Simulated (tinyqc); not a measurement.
# AlGaN/GaN HEMT with access regions, lumped model: effects of single changes

A polarisation-induced electron sheet under a Schottky gate, in series with two ungated access regions and contacts. Drift law v = mu E/(1 + mu E/vs) under the gate. Currents in mA/mm, resistances in ohm mm. No self-heating, no channel-length modulation; fits for polarisation, barrier and offset are chosen for the exercise.

Inputs (values chosen for the exercise); values close to those of AlGaN/GaN structures: aluminium share of the barrier x = 0.33; barrier thickness d = 18 nm; relative permittivity of barrier and channel eps_r = 9.4; channel mobility mu = 1700 cm^2/(V s); saturation velocity vs = 1.1e7 cm/s; gate length Lg = 0.15 um; source access length Ls = 1 um; drain access length Ld = 12 um; resistance of each contact Rc = 0.51 ohm mm; share of the drain-access electrons removed by traps ft = 0; gate voltage Vg = 0.5 V.

Constants: q = 1.602176634e-19 C, eps0 = 8.8541878128e-14 F/cm where lengths are in cm. Results are converted to the units shown.

Each table varies one quantity; the others keep the values above.

## Output curve without and with trapping

sigma = (5e13 x + 1.6e13 x^2) cm^-2, phiB = 0.84 + 1.3 x, dEc = 0.7 (1.71 x + x^2) in volts, Cb = eps0 eps_r/d, VT = phiB - dEc - q sigma/Cb, access density n0 = -Cb VT/q. Access resistance R(L, n) = L/(q mu n sqrt(1 - (I/(q n vs))^2)); Rs = Rc + R(Ls, n0), Rd = Rc + R(Ld, (1 - ft) n0). Vg' = Vg - I Rs, Vd' = Vd - I (Rs + Rd); with u = Vg' - VT, Vc = vs Lg/mu and w the smaller of Vd' and Vc [sqrt(1 + 2 u/Vc) - 1] (0 if negative), the channel gives (mu Cb/Lg)(u w - w^2/2)/(1 + w/Vc). I equals that channel current. The two columns take ft = 0 and ft = 0.3; collapse = 1 - (second)/(first).

Output curve without and with trapping:
```
Vd (V)  I, ft = 0 (mA/mm)  I, ft = 0.3 (mA/mm)  collapse (%)
0.25                61.76                47.78         22.64
0.5                 123.4                95.48         22.65
1                   246.2                190.4         22.68
2                   487.7                376.4         22.82
3                   720.3                554.3         23.05
4                   940.5                720.8         23.36
6                    1332                 1012         24.06
8                    1647                 1242         24.62
12                   1861                 1543         17.09
```

Without trapping the current rises from 61.8 to 1860 mA/mm and first comes within 2 % of its last value at Vd = 12 V among the rows; with trapping that knee lies at 12 V. The collapse is 23 % in the first row, at most 25 % and 17 % in the last. For Vd = 6 to 12 V the power passes 5 W/mm, where self-heating, left out here, lowers the current.

## Effect of the gate voltage

Same model as above.

Isat is I at Vd = 10 V, gm = dIsat/dVg, Ron the limit of Vd/I at small Vd.

The same in every row: VT (V) = -5.523; n0 (cm^-2) = 1.594e13.

Effect of the gate voltage:
```
Vg (V)  Ron (ohm mm)  Isat (mA/mm)  gm (mS/mm)
-5.1           4.465         88.49       267.0
-4.2           4.158         353.1       309.4
-3.2           4.096         669.9       322.1
-2.3           4.073         961.8       325.9
-1.3           4.059          1288       325.1
-0.4           4.052          1578       319.6
0.6            4.045          1872       121.9
1.5            4.041          1912       17.26
```

Read the table: what changes, and by how much?

As Vg goes from -5.1 to 1.5 V, Ron falls from 4.47 to 4.04 ohm mm, Isat rises from 88.5 to 1910 mA/mm and gm goes from 267 through a maximum of 326 (at Vg = -2.3 V among the rows listed) to 17.3 mS/mm. The ceiling Cb vs is 509 mS/mm. For Vg = -3.2 to 1.5 V the power passes 5 W/mm, where self-heating, left out here, lowers the current. For Vg = 0.6 to 1.5 V the gated channel is not yet saturated at 10 V, because the access regions take the voltage, and gm drops. At Vg = 1.5 V Vg comes within 0.2 V of phiB or passes it, so at low drain current, as for Ron, the Schottky gate would conduct.

## Effect of the share of the drain-access electrons removed by traps

Same model as above.

The same in every row: VT (V) = -5.523; n0 (cm^-2) = 1.594e13.

Result of one run:
```
ft   Ron (ohm mm)  Isat (mA/mm)  gm (mS/mm)
0.4         5.889          1233       2.193
```

What becomes of these results when the share of the drain-access electrons removed by traps ft is changed from 0.4 to 0.2, all else the same?

Result of the changed run:
```
ft   Ron (ohm mm)  Isat (mA/mm)  gm (mS/mm)
0.2         4.737          1587       11.47
```

The whole series:
```
ft   Ron (ohm mm)  Isat (mA/mm)  gm (mS/mm)
0           4.046          1857       195.3
0.1         4.353          1743       33.78
0.2         4.737          1587       11.47
0.3         5.231          1415       4.806
0.4         5.889          1233       2.193
0.5         6.810          1043       1.022
0.6         8.192         846.3      0.4625
0.7         10.50         643.0      0.1910
```

As ft goes from 0 to 0.7, Ron rises from 4.05 to 10.5 ohm mm, Isat falls from 1860 to 643 mA/mm and gm falls from 195 to 0.191 mS/mm. The ceiling Cb vs is 509 mS/mm. In every row the power passes 5 W/mm, where self-heating, left out here, lowers the current. In every row the gated channel is not yet saturated at 10 V, because the access regions take the voltage, and gm drops.

Computed by the program tinyqc: `OMP_NUM_THREADS=1 python tinyqc.py 2570030 2570031 out.jsonl`, one thread of a shared Intel Xeon 2.30GHz, about 0.02 s for the whole run.
